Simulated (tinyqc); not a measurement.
Planar ballistic transistor, top-of-the-barrier model: effect of the temperature.

At the top of the source barrier, states moving towards the drain are filled by the source (Fermi level 0) and states moving back by the drain (Fermi level -q Vd); nothing scatters. U is the shift of the band edge there, set by the capacitances CG, CD and CS (the total) and by the charge. Parabolic two-dimensional band; the source is grounded.

N0 = gv m kB T/(pi hbar^2), CG = eps0 eox/tox, vT = sqrt(2 kB T/(pi m)), CS = CG/aG, n0 = n at U = 0 and Vd = 0. eta1 = -(E0 + U)/Vt, eta2 = eta1 - Vd/Vt, n = (N0/2)[F_0(eta1) + F_0(eta2)], F_0(x) = ln(1 + exp x). U = UL + q (n - n0)/CS with UL = -(aG Vg + aD Vd), energies in eV. I = q (N0/2) vT [F_(1/2)(eta1) - F_(1/2)(eta2)] per width, F_(1/2)(x) = (2/sqrt(pi)) int_0^infinity u^(1/2)/(1 + exp(u - x)) du. CQ = (q/Vt) dn/d(eta1). E0 is held fixed.

Inputs (values chosen for the exercise); mass and valleys made up:
```
symbol,value,unit,meaning
m,0.165,m0,effective mass
gv,1,,valley degeneracy
eox,16,,relative permittivity of the gate insulator
tox,1.5,nm,insulator thickness
aG,0.82,,gate control CG/CS
aD,0.075,,drain control CD/CS
E0,0.16,eV,band edge at the barrier top above the source Fermi level at zero bias
Vg,0.5,V,gate voltage
Vd,0.5,V,drain voltage
```

Constants: q = 1.602176634e-19 C, kB = 1.380649e-23 J/K, hbar = 1.054571817e-34 J s, m0 = 9.1093837015e-31 kg, Vt = kB T/q, eps0 = 8.8541878128e-14 F/cm where lengths are in cm. Results are converted to the units shown.

Results:
```
T (K)	eta1	n (cm^-2)	I (uA/um)	mean velocity I/(q n) (cm/s)	CQ/CS
50	45.103	6.6974e12	2933.1	2.7335e7	0.47940
77	29.288	6.6974e12	2935.5	2.7357e7	0.47940
120	18.793	6.6974e12	2941.6	2.7414e7	0.47940
180	12.529	6.6974e12	2954.5	2.7534e7	0.47940
300	7.5184	6.6989e12	2997.2	2.7926e7	0.47914
360	6.2675	6.7027e12	3028.2	2.8199e7	0.47852
420	5.3756	6.7111e12	3066.6	2.8520e7	0.47730
```

Estimate the missing row, T = 240 K.

Computed row:
```
T (K)	eta1	n (cm^-2)	I (uA/um)	mean velocity I/(q n) (cm/s)	CQ/CS
240	9.3968	6.6976e12	2972.9	2.7704e7	0.47936
```

With this row back in the table: As T goes from 50 to 420 K, n stays near 6.70e12 cm^-2, the mean velocity rises from 2.73e7 to 2.85e7 cm/s and the current rises from 2930 to 3070 uA/um. CQ/CS stays near 0.48.

Numbers from tinyqc (`OMP_NUM_THREADS=1 python tinyqc.py 2400048 2400049 out.jsonl`; about 0.01 s on one thread of a shared Intel Xeon 2.30GHz).
